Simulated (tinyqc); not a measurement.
# Loss and coupling from a measured resonance

Inverse problem. An all-pass ring of radius Rr has F = FSR/FWHM = pi sqrt(a t)/(1 - a t) and Tmin = (a - t)^2/(1 - a t)^2; it is known to be undercoupled (t > a). a = 10^(-al L/20), L = 2 pi Rr, k2 = 1 - t^2, FSR = lam^2/(ng L). Find ng, al and k2.

Inputs (values chosen for the exercise):
```
symbol  value  unit                    meaning
lam      1310    nm  cold resonance wavelength
Rr         50    um                ring radius
```

FSR = 2.744982893 nm
FWHM = 18.23604999 pm
Tmin (linear) = 0.03184347245

Solution. The finesse gives the product a t, Tmin the difference |a - t|; the spectrum alone cannot tell which is which.

ng = 1.990
al = 3.400 dB/cm
k2 = 0.01700

tinyqc, about 0.01 s, one thread, Intel Xeon 2.30GHz (shared host): `OMP_NUM_THREADS=1 python tinyqc.py 2650041 2650042 out.jsonl`
